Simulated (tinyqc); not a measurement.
Nanosheet or nanowire with hard walls, valleys of the Si type: sweeps and comparisons. A value that a table varies takes the place of the one given here.

Six ellipsoidal valleys along the cube axes: inverse mass tensor w = 1/mt + (1/ml - 1/mt) a a^T with a the unit axis. Device axes: x along the channel, z = [001], y = z x x.

Hard walls around a W x H rectangle. The block w_c of w in (y, z) confines; the transport mass follows from 1/m_x = w_xx - w_xc w_c^-1 w_cx. The cross-section problem c (w_yy ky^2 + 2 w_yz ky kz + w_zz kz^2), c = hbar^2/2m0, is solved in products sin(n pi y/W) sin(l pi z/H), n, l = 1 to 12; if w_yz = 0 the levels are c pi^2 (w_yy n^2/W^2 + w_zz l^2/H^2). The w_yz term couples (n, l) to (n', l') by -2 c w_yz D_nn'(W) D_ll'(H) with D_nm(L) = 4 n m/(L (n^2 - m^2)) for n + m odd and 0 otherwise.

Without degeneracy the line density is N1 exp((EF - Ec)/kB T) with N1 = sum 2 g sqrt(m_x kB T/(4 pi c)) exp(-E/kB T), here over n, l up to 80 where w_yz = 0 and over all levels of a 12 x 12 sine basis otherwise; the classical value is W H Nc with Nc = 2 g_all (m_dos kB T/(4 pi c))^(3/2), m_dos = (ml mt^2)^(1/3); dVt = kB T ln(W H Nc/N1).

Constants: hbar^2/2m0 = 3.80998211 eV angstrom^2; kB = 8.617333262e-05 eV/K.

Values chosen for the exercise (near those of Si; not measured data): ml = 0.917 m0 (longitudinal mass); mt = 0.191 m0 (transverse mass); T = 300 K (temperature); g_all = 6 (number of valleys); channel = 110 (transport direction x on a (001) wafer); H = 76 angstrom (height, along z = [001]); Ws = (30, 40, 60, 90, 140, 220, 350) angstrom (widths); W = 170 angstrom (width, along y).

## From wire to sheet

Valleys:
```
group  valleys g     w_yy     w_zz   |w_yz|  m_x (m0)
A              2  5.23560  1.09051  0.00000   0.19100
B              4  3.16306  5.23560  0.00000   0.55400
```

Lowest level of each group (groups ordered by w_zz, then w_yy) and dVt against the width.

Results:
```
W (angstrom)  A1 (eV)  B1 (eV)  dVt (mV)
30             0.2258   0.1662     144.2
40             0.1301   0.1084      90.3
60             0.0618   0.0671      52.3
90             0.0314   0.0488      36.7
140            0.0171   0.0402      29.2
220            0.0112   0.0365      25.2
350            0.0087   0.0351      23.0
```

How do the results move?

dVt falls from 144 to 23 mV. The lowest group changes from B to A between W = 40 and 60 angstrom (H = 76). At the widest W the lowest level is 0.0087 eV; the film limit c pi^2 w_zz/H^2 of that group is 0.0071 eV.

## Channel direction

The same rectangle along [100] and [110]; groups ordered by w_zz, then w_yy.

Lowest level of each group:
```
channel, group  valleys g   w_yy   w_zz  |w_yz|  m_x (m0)  E (eV)
[100] A                 2  5.236  1.091   0.000     0.191  0.0139
[100] B                 2  1.091  5.236   0.000     0.191  0.0355
[100] C                 2  5.236  5.236   0.000     0.917  0.0409
[110] A                 2  5.236  1.091   0.000     0.191  0.0139
[110] B                 4  3.163  5.236   0.000     0.554  0.0382
```

How do the results move?

The lowest subband has m_x = 0.191 m0 and 2 valleys along [100], and 0.191 m0 and 2 valleys along [110]; its edge lies at 0.0139 and 0.0139 eV. These valleys have their axis along z, so turning the channel in the wafer plane leaves them alone; only the higher groups change.

## What each parameter does

E1 and E2 are the two lowest subband edges over all groups. Each row changes one parameter from the base and keeps the others.

Results:
```
case              E1 (eV)  E2 - E1 (meV)  m_x of lowest (m0)  dVt (mV)
base               0.0139           20.4               0.191      27.2
W = 160 angstrom   0.0148           21.3               0.191      27.8
H = 84 angstrom    0.0126           17.4               0.191      24.5
T = 270 K          0.0139           20.4               0.191      26.4
ml = 1.009 m0      0.0133           19.4               0.191      26.9
mt = 0.21 m0       0.0133           18.6               0.210      25.7
```

What does this show?

The largest shifts from the base row, up to three for each result and ties (the steps differ in size, so this ranks the rows, not the parameters). E1 (eV): H -0.0013, W +0.0009, ml -0.0006, mt -0.0006; unchanged at the printed digits by T. E2 - E1 (meV): H -3.0, mt -1.8, ml -1.1; unchanged at the printed digits by T. m_x of lowest (m0): mt +0.019; unchanged at the printed digits by W, H, T and ml. dVt (mV): H -2.7, mt -1.5, T -0.8.

Run: tinyqc, `OMP_NUM_THREADS=1 python tinyqc.py 1282467 1282468 out.jsonl`; Intel(R) Xeon(R) Processor @ 2.30GHz, one thread, shared host; about 0.03 s of CPU time with all checks.
